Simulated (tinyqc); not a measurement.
Drifting, spreading and decaying minority pulse (Haynes-Shockley), Crank-Nicolson time steps: one step of the calculation.

Low injection in a uniform field: dn/dt = D d2n/dx2 - v dn/dx - n/tau with D = mu Vt and v = mu F towards +x. Exact solution on an infinite bar for a Gaussian start at x0: n = N0 exp(-t/tau) exp(-(x - x0 - v t)^2/(2 s^2))/sqrt(2 pi s^2), s^2 = s0^2 + 2 D t.

Question. Densities after a time step. (L n)_i = a n_(i-1) + b n_i + c n_(i+1), n = 0 beyond the ends. Crank-Nicolson step: solve n(new) - L n(new)/2 = n + L n/2.

a = 2.4068524
b = -2.6095381
c = 0.14018573
n at t = 0, node 1 to 9 (in units of 1e13 cm^-3): 0.0633121  0.7712995  3.4567246  5.6991754  3.4567246  0.7712995  0.0633121  0.0019119  0.0000212

Wanted: n at t = 1 dt.

Answer.

n at t = 1 dt, node 1 to 9 (in units of 1e13 cm^-3): 0.0166  0.0505  0.1866  1.3559  3.3574  3.5271  2.2738  1.2398  0.6483

Numbers from tinyqc (`OMP_NUM_THREADS=1 python tinyqc.py 2310009 2310010 out.jsonl`; about 0.01 s on one thread of a shared Intel Xeon 2.30GHz).
